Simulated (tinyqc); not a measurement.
Admittance spectroscopy and thermally stimulated current of one trap level in a depletion layer. From peak temperature T_p back to trap depth E_t below the band. Computed by tinyqc, a small Python program. Command: `OMP_NUM_THREADS=1 python tinyqc.py 3113541 3113542 out.jsonl admit inv`. One thread of a shared host (Intel(R) Xeon(R) Processor @ 2.30GHz), about 0.01 s of CPU time with the checks.

A Schottky junction on n-type material holds one donor-like electron trap; shallow donors are fully ionised and abrupt depletion edges are assumed.

Inputs (values chosen for the exercise, modelled on n-type silicon):
```
quantity                       value    unit
density-of-states mass m        1.04     m_0
shallow doping N             1.9e+15  1/cm^3
capture cross section sigma  3.8e-14    cm^2
test frequency f               90000      Hz
```

Constants: k_B = 1.380649e-23 J/K; m_0 = 9.1093837015e-31 kg; h = 6.62607015e-34 J s; k_B = 8.617333262e-05 eV/K.

Method:
- N_c = 2 (2 pi m k_B T/h^2)^(3/2), v_th = sqrt(3 k_B T/m), emission rate e_n = sigma v_th N_c exp(-E_t/(k_B T)).
- Where the level crosses the Fermi level capture equals emission, so the trap follows the signal with the rate 2 e_n; G/omega peaks at omega = 2 e_n (the correction for large N_t/N is left out).
- Solve 2 e_n(T_p) = 2 pi f.

Task: A run gave the result below. Find the trap depth E_t below the band, known to lie between 0.18 and 0.36 eV.

peak temperature T_p = 193.779 K

Result:

Each step takes the trial c = (a f_b - b f_a)/(f_b - f_a), f being the result less the target and a, b, c the logarithms of the listed values; c replaces end b, the old b replaces a if the sign of f changed, and otherwise f_a is halved.

Scan of the range:
```
trap depth E_t below the band (eV)  peak temperature T_p (K)
0.180                                                131.543
0.202                                                145.739
0.227                                                161.688
0.255                                                179.350
0.286                                                198.687
0.321                                                220.281
0.360                                                244.082
```

False position (Illinois rule, in the logarithm of the input) inside the bracket:
```
step     end a     end b     trial  peak temperature T_p (K)
1     0.255000  0.286000  0.277792                   193.587
2     0.286000  0.277792  0.278096                   193.777
3     0.286000  0.278096  0.278104                   193.781
4     0.278096  0.278104  0.278100                   193.779
```

Peak temperature T_p rises at every point of a 13-point scan of the range (every second point is shown), so one value fits; it is bracketed by 0.255 and 0.286. Answer: trap depth E_t below the band = 0.2781 eV.
